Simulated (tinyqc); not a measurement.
Inside a calculation. Method: Hubbard chain of 4 sites. One step of it, computed by the program tinyqc.

Problem. The many-body Hamiltonian. Basis: all placements (u, d, 2, 0 on each site), up operators ordered before down ones; hops carry the sign of the same-spin electrons passed.

one-body matrix (hopping and site energies) (eV):
```
,1,2,3,4
1,0.540000,-0.840000,0.000000,0.000000
2,-0.840000,0.490000,-0.840000,0.000000
3,0.000000,-0.840000,-0.460000,-0.840000
4,0.000000,0.000000,-0.840000,0.770000
```

U = 1.600000 eV

electrons, up and down: 3  3

Give: H.

Solution.

H (eV):
```
,2220,22ud,2u2d,u22d,22du,2202,2ud2,u2d2,2d2u,2du2,2022,ud22,d22u,d2u2,du22,0222
2220,5.9400,-0.8400,0.0000,0.0000,-0.8400,0.0000,0.0000,0.0000,0.0000,0.0000,0.0000,0.0000,0.0000,0.0000,0.0000,0.0000
22ud,-0.8400,5.5700,-0.8400,0.0000,0.0000,-0.8400,0.0000,0.0000,0.0000,0.0000,0.0000,0.0000,0.0000,0.0000,0.0000,0.0000
2u2d,0.0000,-0.8400,4.6200,-0.8400,0.0000,0.0000,-0.8400,0.0000,0.0000,0.0000,0.0000,0.0000,0.0000,0.0000,0.0000,0.0000
u22d,0.0000,0.0000,-0.8400,4.5700,0.0000,0.0000,0.0000,-0.8400,0.0000,0.0000,0.0000,0.0000,0.0000,0.0000,0.0000,0.0000
22du,-0.8400,0.0000,0.0000,0.0000,5.5700,-0.8400,0.0000,0.0000,-0.8400,0.0000,0.0000,0.0000,0.0000,0.0000,0.0000,0.0000
2202,0.0000,-0.8400,0.0000,0.0000,-0.8400,8.4000,-0.8400,0.0000,0.0000,-0.8400,0.0000,0.0000,0.0000,0.0000,0.0000,0.0000
2ud2,0.0000,0.0000,-0.8400,0.0000,0.0000,-0.8400,5.8500,-0.8400,0.0000,0.0000,-0.8400,0.0000,0.0000,0.0000,0.0000,0.0000
u2d2,0.0000,0.0000,0.0000,-0.8400,0.0000,0.0000,-0.8400,5.8000,0.0000,0.0000,0.0000,-0.8400,0.0000,0.0000,0.0000,0.0000
2d2u,0.0000,0.0000,0.0000,0.0000,-0.8400,0.0000,0.0000,0.0000,4.6200,-0.8400,0.0000,0.0000,-0.8400,0.0000,0.0000,0.0000
2du2,0.0000,0.0000,0.0000,0.0000,0.0000,-0.8400,0.0000,0.0000,-0.8400,5.8500,-0.8400,0.0000,0.0000,-0.8400,0.0000,0.0000
2022,0.0000,0.0000,0.0000,0.0000,0.0000,0.0000,-0.8400,0.0000,0.0000,-0.8400,6.5000,-0.8400,0.0000,0.0000,-0.8400,0.0000
ud22,0.0000,0.0000,0.0000,0.0000,0.0000,0.0000,0.0000,-0.8400,0.0000,0.0000,-0.8400,4.8500,0.0000,0.0000,0.0000,-0.8400
d22u,0.0000,0.0000,0.0000,0.0000,0.0000,0.0000,0.0000,0.0000,-0.8400,0.0000,0.0000,0.0000,4.5700,-0.8400,0.0000,0.0000
d2u2,0.0000,0.0000,0.0000,0.0000,0.0000,0.0000,0.0000,0.0000,0.0000,-0.8400,0.0000,0.0000,-0.8400,5.8000,-0.8400,0.0000
du22,0.0000,0.0000,0.0000,0.0000,0.0000,0.0000,0.0000,0.0000,0.0000,0.0000,-0.8400,0.0000,0.0000,-0.8400,4.8500,-0.8400
0222,0.0000,0.0000,0.0000,0.0000,0.0000,0.0000,0.0000,0.0000,0.0000,0.0000,0.0000,-0.8400,0.0000,0.0000,-0.8400,6.4000
```
